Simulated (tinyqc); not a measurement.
# Carrier lifetime of a p-type layer with SRH, radiative, Auger and surface recombination: effects of single changes

Uniform excess density dn = dp (no trapping), n = n0 + dn, p = p0 + dn, Boltzmann statistics, full ionisation. Surfaces enter as a rate 2 S dn/d, which holds while diffusion to them is fast.

Parameters, values chosen for the exercise; band and dielectric values close to those of silicon:

| symbol | value | unit | meaning |
|---|---|---|---|
| T | 300 | K | temperature |
| Eg | 1.11 | eV | band gap |
| Nc | 2.8e19 | cm^-3 | conduction-band density of states at T |
| Nv | 2.61e19 | cm^-3 | valence-band density of states at T |
| B | 4.63e-15 | cm^3/s | radiative coefficient |
| N | 9.6e15 | cm^-3 | acceptor density |
| Cn | 2.9e-31 | cm^6/s | Auger coefficient (two electrons) |
| Cp | 2e-31 | cm^6/s | Auger coefficient (two holes) |
| Nt | 5e13 | cm^-3 | trap density |
| sn | 6e-16 | cm^2 | capture cross-section for electrons |
| sp | 3e-14 | cm^2 | capture cross-section for holes |
| vth | 2.2e7 | cm/s | thermal velocity (both carriers) |
| Et | 0.8 | eV | trap level below the conduction band |
| S | 2 | cm/s | surface recombination velocity (both faces) |
| d | 5 | um | sample thickness |

Constants: q = 1.602176634e-19 C, kB = 1.380649e-23 J/K, Vt = kB T/q. Results are converted to the units shown.

Each table varies one quantity; the others keep the values above.

## Lifetime against injection

ni = sqrt(Nc Nv) exp(-Eg/(2 Vt)), Eg in volts; majority density N/2 + sqrt(N^2/4 + ni^2), n0 p0 = ni^2; n1 = Nc exp(-Et/Vt), p1 = Nv exp((Et - Eg)/Vt); tn0 = 1/(sn vth Nt), tp0 = 1/(sp vth Nt). With e = n p - ni^2 = dn (n0 + p0 + dn): U_SRH = e/(tp0 (n + n1) + tn0 (p + p1)), U_rad = B e, U_Aug = (Cn n + Cp p) e, U_s = 2 S dn/d. Each tau is dn over its rate; tau = dn/U with U the sum.

The same in every row: tau_s (s) = 1.2500e-4.

Results:

| dn (cm^-3) | tau_SRH (s) | tau_rad (s) | tau_Aug (s) | tau (s) | radiative share (%) | largest path |
|---|---|---|---|---|---|---|
| 1e11 | 1.5407e-6 | 0.022498 | 0.054252 | 1.5218e-6 | 0.0067641 | SRH |
| 1e12 | 1.5407e-6 | 0.022496 | 0.054234 | 1.5218e-6 | 0.0067647 | SRH |
| 1e13 | 1.5407e-6 | 0.022475 | 0.054059 | 1.5218e-6 | 0.0067711 | SRH |
| 1e14 | 1.5407e-6 | 0.022266 | 0.052358 | 1.5218e-6 | 0.0068347 | SRH |
| 1e15 | 1.5411e-6 | 0.020376 | 0.039145 | 1.5222e-6 | 0.0074706 | SRH |
| 1e17 | 1.5450e-6 | 0.0019706 | 1.7918e-4 | 1.5121e-6 | 0.076732 | SRH |
| 1e18 | 1.5454e-6 | 2.1393e-4 | 2.0135e-6 | 8.6476e-7 | 0.40423 | SRH |
| 1e19 | 1.5454e-6 | 2.1578e-5 | 2.0381e-8 | 2.0093e-8 | 0.093122 | Auger |

Estimate the missing row, dn = 1e16 cm^-3.

Computed row:

| dn (cm^-3) | tau_SRH (s) | tau_rad (s) | tau_Aug (s) | tau (s) | radiative share (%) | largest path |
|---|---|---|---|---|---|---|
| 1e16 | 1.5431e-6 | 0.011020 | 0.0074810 | 1.5238e-6 | 0.013828 | SRH |

With this row back in the table: SRH recombination leads at dn = 1e11, Auger from 1e19 on. The total lifetime falls from 1.52e-6 to 2.01e-8 s. tau_SRH goes from 1.54e-6 s (low-injection limit 1.54e-6 s) to 1.55e-6 s (high-injection limit tn0 + tp0 = 1.55e-6 s). Between the last two rows tau_rad goes as dn^(-1.00) and tau_Aug as dn^(-1.99); the radiative share goes from 0.00676 through a maximum of 0.404 (at dn = 1e18 among the rows listed) to 0.0931 %. For dn = 1e19 the carriers are degenerate, where B and the Auger coefficients no longer stay constant.

## Effect of the trap level below the conduction band at dn = 6e15 cm^-3

Same model as above.

Here dn = 6e15 cm^-3.

The same in every row: tau_rad (s) = 0.01385; tau_Aug (s) = 0.01319; tau_s (s) = 1.250e-4.

Effect of the trap level below the conduction band at dn = 6e15 cm^-3:

| Et (eV) | tau_SRH (s) | tau (s) | radiative share (%) | largest path |
|---|---|---|---|---|
| 0.06 | 6.867e-6 | 6.503e-6 | 0.04697 | SRH |
| 0.18 | 1.578e-6 | 1.558e-6 | 0.01125 | SRH |
| 0.31 | 1.527e-6 | 1.508e-6 | 0.01089 | SRH |
| 0.43 | 1.527e-6 | 1.508e-6 | 0.01089 | SRH |
| 0.55 | 1.527e-6 | 1.508e-6 | 0.01089 | SRH |
| 0.68 | 1.527e-6 | 1.508e-6 | 0.01089 | SRH |
| 0.8 | 1.543e-6 | 1.523e-6 | 0.01100 | SRH |
| 0.93 | 3.926e-6 | 3.805e-6 | 0.02748 | SRH |
| 1.05 | 2.504e-4 | 8.236e-5 | 0.5949 | surface |

SRH recombination leads at Et = 0.06, surface from 1.05 on. tau_SRH goes from 6.87e-6 through a minimum of 1.53e-6 (at Et = 0.43 and 0.55 among the rows listed) to 2.50e-4 s and the total lifetime goes from 6.50e-6 through a minimum of 1.51e-6 (at Et = 0.43 and 0.55 among the rows listed) to 8.24e-5 s. tau_SRH is within a factor 1.5 of its lowest value for Et from 0.18 to 0.8 eV; nearer a band edge n1 or p1 outgrows the carrier densities and the trap re-emits what it captured.

Numbers from tinyqc (`OMP_NUM_THREADS=1 python tinyqc.py 2300142 2300143 out.jsonl`; about 0.01 s on one thread of a shared Intel Xeon 2.30GHz).
